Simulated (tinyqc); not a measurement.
Length of a polyene: Hueckel, PPP and singles CI along the polyenes. Computed by the program tinyqc. 

All-trans chains of carbon centres 1.40 angstrom apart:
```
parameter                               value
beta (eV), times 1 +/- alternation  -2.160000
alternation                          0.050000
W (eV)                              11.160000
gamma_rr (eV)                       10.030000
repulsion formula                          MN
```

Hueckel uses the same beta without repulsion; CIS keeps all single excitations and so misses the low, doubly excited 2Ag state. W is the valence ionisation energy of a centre, MN the Mataga-Nishimoto formula, f the oscillator strength.

Gaps and excitations (eV):
```
centres  Hueckel gap  PPP orbital gap  bright singlet (CIS)       f  lowest triplet (CIS)
2             4.5360           9.6141                7.0119  0.6012                2.0601
4             2.9266           7.4652                4.9930  0.9731                1.2793
6             2.1931           6.3824                4.0376  1.3712                0.9285
8             1.7781           5.7319                3.4718  1.7471                0.7380
10            1.5123           5.3009                3.0972  2.0992                0.6218
```

The Hueckel gap tends to 4 x alternation x |beta| = 0.43 eV for long chains. Exchange opens the PPP orbital gap, and the attraction of electron and hole brings the bright state 2.20 eV below it at 10 centres; the triplet lies 2.48 eV lower still.
